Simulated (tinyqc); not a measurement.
Short-channel transistor, virtual-source model with series resistance: one step of the calculation.

The current per gate width is the charge at the top of the source barrier (the virtual source) times its velocity times a saturation function; al and be are fitting constants of the model. Units: I in uA/um, Rs in ohm um, so I Rs = 1e-6 I Rs in volts; Q in uC/cm^2, so I = 1e-4 Q vx0 Fsat with vx0 in cm/s.

Problem. Current through the series resistance. Intrinsic voltages Vg' = Vgs - I Rs, Vd' = Vds - 2 I Rs. n = n0 + nd Vd', VT = VT0 - dl Vd', Ff = 1/(1 + exp((Vg' - VT + al Vt/2)/(al Vt))), Q = Cinv n Vt ln(1 + exp((Vg' - VT + al Vt Ff)/(n Vt))), Vdsat = (vx0 L/mu)(1 - Ff) + Vt Ff, Fsat = u/(1 + u^be)^(1/be) with u = Vd'/Vdsat, and I(out) = Q vx0 Fsat per width. (Fsat takes the sign of u.) Newton step: I(new) = I + (I(out) - I)/(1 - s), s = dI(out)/dI by a central difference with +/- 0.001 uA/um.

Values chosen for this exercise: temperature T = 293 K; inversion capacitance Cinv = 1.97 uF/cm^2; velocity at the virtual source vx0 = 3.56e7 cm/s; apparent mobility mu = 350 cm^2/(V s); channel length L = 25 nm; threshold at zero drain voltage VT0 = 0.412 V; drain-induced barrier lowering dl = 0.188 V/V; subthreshold factor n0 = 1.37; growth of n with drain voltage nd = 0.05 1/V; threshold shift (in units of Vt) from weak to strong inversion al = 3.5; sharpness of saturation be = 1.6; series resistance of each contact Rs = 120 ohm um; gate voltage Vgs = 0.9 V; drain voltage Vds = 0.9 V.

Constants: q = 1.602176634e-19 C, kB = 1.380649e-23 J/K, Vt = kB T/q. Results are converted to the units shown.

I at the start = 0 uA/um

Wanted: Vg'; Vd'; VT; Ff; Q; Vdsat; Fsat; I(out); s; I after iteration 1.

Solution.

Vg' = 0.90000 V
Vd' = 0.90000 V
VT = 0.24280 V
Ff = 3.5720e-4
Q = 1.2947 uC/cm^2
Vdsat = 0.25420 V
Fsat = 0.92529
I(out) = 4264.9 uA/um
s = -1.2037
I after iteration 1 = 1935.4 uA/um

Numbers from tinyqc (`OMP_NUM_THREADS=1 python tinyqc.py 2380167 2380168 out.jsonl`; about 0.02 s on one thread of a shared Intel Xeon 2.30GHz).
